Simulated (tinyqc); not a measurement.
Sputter depth profiling of a dopant layer: erosion rate, quantification and the mixing-roughness response. Changing the roughness sigma. Computed by tinyqc, a small Python program. Command: `OMP_NUM_THREADS=1 python tinyqc.py 3017580 3017581 out.jsonl sims sweep`. One thread of a shared host (Intel(R) Xeon(R) Processor @ 2.30GHz), about 0.1 s of CPU time with the checks.

A rastered ion beam erodes silicon (49.94 atoms per nm^3). The measured profile is the true one convolved with a depth response.

Inputs (values chosen for the exercise, modelled on a dopant in silicon under an oxygen or caesium beam):

| quantity | value | unit |
|---|---|---|
| beam energy E | 1.9 | keV |
| beam current | 150 | nA |
| raster side | 400 | um |
| sputter yield at 1 keV | 0.91 | - |
| mixing length at 1 keV | 1.5 | nm |
| depth of the top edge z0 | 36 | nm |
| box width b | 1.7 | nm |
| box concentration C | 9.2e+18 | 1/cm^3 |
| relative sensitivity factor RSF | 2.5e+20 | 1/cm^3 |
| matrix count rate | 1.5e+06 | 1/s |
| background count rate | 2.9 | 1/s |
| counting time per point | 0.5 | s |
| level that defines the junction C_B | 1e+17 | 1/cm^3 |

True profile: box.

Constants: e = 1.602176634e-19 C.

Method:
- Scaling chosen for the exercise: yield Y = Y1 E^0.5, mixing length w = w1 E^0.5 (E in keV).
- Erosion rate = Y I/(e x raster^2 x density); depth step = rate x counting time; concentration = RSF x counts/matrix counts; detection limit = RSF x 3 sqrt(background x time)/(matrix rate x time).
- Mixing alone turns a layer at z0 into (1/w) exp(-(z - z0 + w)/w) for z > z0 - w; roughness adds a Gaussian of width sigma. With x = z - z0 + w: g(x) = (1/(2w)) exp(sigma^2/(2 w^2) - x/w) erfc((sigma/w - x/sigma)/sqrt2), and its integral G(x) = (1/2) erfc(-x/(sigma sqrt2)) - w g(x). Measured: C [G(x) - G(x - b)].
- Find the maximum, the full width at half maximum and the deep point where the profile falls to C_B; far down, the trailing edge decays by w ln(10) per decade.
- Convolution adds means and variances: the response has mean 0 (shift -w plus exponential mean w) and variance w^2 + sigma^2; a box adds the mean b/2 and the variance b^2/12.

One run for each value:

| roughness sigma (nm) | full width at half maximum (nm) | peak concentration (1/cm^3) | maximum minus centroid (nm) | apparent junction depth (nm) |
|---|---|---|---|---|
| 0.15 | 2.60 | 4.893e+18 | -1.230 | 43.79 |
| 0.24 | 2.70 | 4.733e+18 | -1.226 | 43.80 |
| 0.38 | 2.86 | 4.485e+18 | -1.206 | 43.82 |
| 0.61 | 3.19 | 4.080e+18 | -1.133 | 43.87 |
| 0.98 | 3.85 | 3.481e+18 | -0.975 | 44.02 |
| 1.60 | 5.11 | 2.725e+18 | -0.742 | 44.40 |
| 2.50 | 7.04 | 2.034e+18 | -0.515 | 45.29 |
| 4.00 | 10.35 | 1.407e+18 | -0.307 | 47.39 |

Over the rows, full width at half maximum (nm) rises from 2.60 to 10.3 (exponent d ln y / d ln x 0.075 between the first rows and 0.82 between the last); peak concentration (1/cm^3) falls from 4.89e18 to 1.41e18 (exponent d ln y / d ln x -0.071 between the first rows and -0.78 between the last); maximum minus centroid (nm) rises from -1.23 to -0.307 (exponent d ln y / d ln x -0.0057 between the first rows and -1.1 between the last). Roughness broadens both edges and makes the response more symmetric; far down the tail the slope stays w ln(10).

Extremes, crossings and ranges named in words are read from the listed rows.
